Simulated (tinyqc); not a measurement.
Surface Green function of a two-leg ladder, Sancho-Rubio decimation: one step of the calculation.

A semi-infinite lead of cells 0, 1, 2, ... with H0 inside a cell and H1 = <cell i|H|cell i + 1>. One rung (site 1 on leg a, site 2 on leg b) is a cell; all hoppings enter with a minus sign. z = E + i eta.

Problem. Self-energy, Dyson check and densities of states. Sigma = H1 g_s H1^dagger is what the lead adds to one more cell, and (z - H0 - Sigma)^(-1) must give g_s back. Densities of states: -Im of the diagonals over pi.

Inputs (values chosen for the exercise): energy E = -1.34 eV; broadening eta = 0.1 eV.

H0 (eV):
```
	1	2
1	0	-1.78
2	-1.78	1.45
```

H1 (eV):
```
	1	2
1	-2.7	0
2	0	-2.57
```

converged surface Green function g_s (1/eV):
```
	1	2
1	-0.08932394-0.32408746i	0.12443295-0.06159235i
2	0.12443295-0.06159235i	-0.20489690-0.28507045i
```

converged bulk Green function (1/eV):
```
	1	2
1	-0.00303081-0.21559024i	0.00465744+0.04752867i
2	0.00465744+0.04752867i	-0.00748244-0.26896786i
```

Wanted: Sigma; (z - H0 - Sigma)^(-1); surface density of states; bulk density of states.

Solution.

Sigma (eV):
```
	1	2
1	-0.6512-2.3626i	0.8634-0.4274i
2	0.8634-0.4274i	-1.3533-1.8829i
```

(z - H0 - Sigma)^(-1) (1/eV):
```
	1	2
1	-0.08932-0.32409i	0.12443-0.06159i
2	0.12443-0.06159i	-0.20490-0.28507i
```

```
orbital	surface density of states (1/eV)	bulk density of states (1/eV)
1	0.10316	0.068625
2	0.09074	0.085615
```

Program tinyqc, `OMP_NUM_THREADS=1 python tinyqc.py 2680039 2680040 out.jsonl`; Intel Xeon 2.30GHz, shared host, one thread, about 0.07 s.
